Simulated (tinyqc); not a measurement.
Inside a calculation. Model: anisotropic elasticity and sound waves of a cubic crystal. Computed by tinyqc, a small Python program that keeps every step. Command: `OMP_NUM_THREADS=1 python tinyqc.py 3015486 3015487 out.jsonl cubicelastic walk`. One thread of a shared host (Intel(R) Xeon(R) Processor @ 2.30GHz), about 0.01 s of CPU time with the checks. Intermediate numbers are printed to about 6 digits and carried at full precision; extremes and crossings named in words are read from the listed rows.

Voigt order 1..6 = xx, yy, zz, yz, xz, xy, with engineering shear strains. The rotated frame has x' as named, z' along the wafer normal and y' = z' x x'.

Inputs (values chosen for the exercise, modelled on cubic silicon carbide):
```
quantity                                value    unit
C11                                     382.7     GPa
C12                                     141.2     GPa
C44                                     256.3     GPa
density rho                             3.184  g/cm^3
expansion coefficient of the film         2.8   ppm/K
expansion coefficient of the substrate    2.6   ppm/K
cooling Delta T                           700       K
```

Frame: (110) wafer, x' along [1-11].

wave normal (not normalised): 2  1.5  0.2

## Compliances and anisotropy

S11 = (C11 + C12)/D, S12 = -C12/D, D = (C11 - C12)(C11 + 2 C12), S44 = 1/C44. Zener ratio A = 2 C44/(C11 - C12); S0 = S11 - S12 - S44/2; H = 2 C44 + C12 - C11.

S11 = 3.26170 1/TPa

S12 = -0.879084 1/TPa

S44 = 3.90168 1/TPa

Zener ratio A = 2.12257

S0 = 2.18995 1/TPa

H = 271.1 GPa

## Stiffness in the rotated frame

direction cosines a (rows x', y', z' in the cube axes):
```
           x          y          z
x'  0.577350  -0.577350   0.577350
y'  0.408248  -0.408248  -0.816497
z'  0.707107   0.707107   0.000000
```

C'_ijkl = C12 delta_ij delta_kl + C44 (delta_ik delta_jl + delta_il delta_jk) - H sum_m a_im a_jm a_km a_lm.

C' (GPa), lower triangle (symmetric):
```
         1        2        3        4        5        6
1  563.433
2   50.833  518.250
3   50.833   96.017  518.250
4    0.000    0.000    0.000  211.117
5    0.000    0.000    0.000  -63.899  165.933
6    0.000   63.899  -63.899    0.000    0.000  165.933
```

Normal stress couples to shear strain in this frame.

## Moduli along the axes of the frame

Invert C' to S'. E along x' = 1/S'11, along y' = 1/S'22; Poisson ratios nu(x'y') = -S'12/S'11 and nu(x'z') = -S'13/S'11; in-plane shear modulus 1/S'66.

E along x' = 555.020 GPa

E along y' = 461.525 GPa

nu(x'y') = 0.0827545

nu(x'z') = 0.0827545

in-plane shear modulus = 146.593 GPa

E differs between x' and y' by +20.3 %.

## Thermal stress in a film with this orientation

On cooling, a thick substrate imposes eps_1 = eps_2 = (alpha_film - alpha_substrate) Delta T and eps_6 = 0; the free surface sets sigma_3 = sigma_4 = sigma_5 = 0, which fixes eps_3, eps_4, eps_5. Biaxial modulus M = (sigma_1 + sigma_2)/(2 eps); energy density M eps^2. Elastic response and constant coefficients are assumed.

in-plane strain = 0.14 per mille

elastic strain along the normal = -0.0396700 per mille

stress along x' = 83.9808 MPa

stress along y' = 75.8627 MPa

biaxial modulus M = 570.869 GPa

energy density = 0.0111890 MJ/m^3

The film ends in tension.

## Sound waves along the wave normal

In the cube axes, with unit normal n: G_ij = (C12 + C44) n_i n_j + (C44 - H n_i^2) delta_ij, eigenvalues rho v^2, eigenvectors u (columns, largest component positive). Group velocity V_i = [(C12 + C44)(u.n) u_i + C44 n_i - H u_i^2 n_i]/(rho v); its angle to n has cosine v/|V|.

Christoffel matrix (GPa):
```
         x        y        z
x  336.682  189.587   25.278
y  189.587  301.515   18.959
z   25.278   18.959  257.104
```

phase velocities (m/s): 6355.9  8919.6  12697.7

polarisations:
```
        slow       fast  longitudinal
x  -0.674933  -0.073846      0.734174
y   0.737489  -0.099829      0.667940
z   0.023967   0.992260      0.121839
```

group speeds (m/s): 6819.1  9012.9  12773.8

angles between V and n (degree): 21.2405  8.2506  6.2578

Energy flows off the wave normal by up to 21.2 degrees, for the slow transverse wave.

## Polycrystal bounds against single-crystal directions

B = (C11 + 2 C12)/3; Voigt G = (C11 - C12 + 3 C44)/5; Reuss G = 5/(4 (S11 - S12) + 3 S44); Hill is their mean; E = 9BG/(3B + G), nu = (3B - 2G)/(6B + 2G). Along <hkl>, with g = 0, 1/4, 1/3: 1/E = S11 - 2 S0 g; for a film with that normal C33 = C11 + 2 H g and M = [6B - (3B - C33) - (3B - C33)^2/C33]/2.

bulk modulus B = 221.7 GPa

Averages:
```
average  G (GPa)  E (GPa)        nu
Voigt    202.080  464.967  0.150453
Reuss    176.877  419.160  0.184889
Hill     189.479  442.401  0.167417
```

Directions:
```
direction  E (GPa)  biaxial modulus M (GPa)
<100>      306.588                  419.706
<110>      461.525                  570.869
<111>      555.020                  605.094
```

The bounds on G differ by 14 %, while E varies by a factor 1.81 with direction; with A above 1 the stiffest axis is <111>. Under a fixed mismatch strain, grains with a <100> normal store the least energy.

Checks made by the program: E along x' against 1/E = S11 - 2 S0 (l^2 m^2 + m^2 n^2 + n^2 l^2) (relative difference below 1e-10); closed form of M against the matrix solution (relative difference below 1e-10).
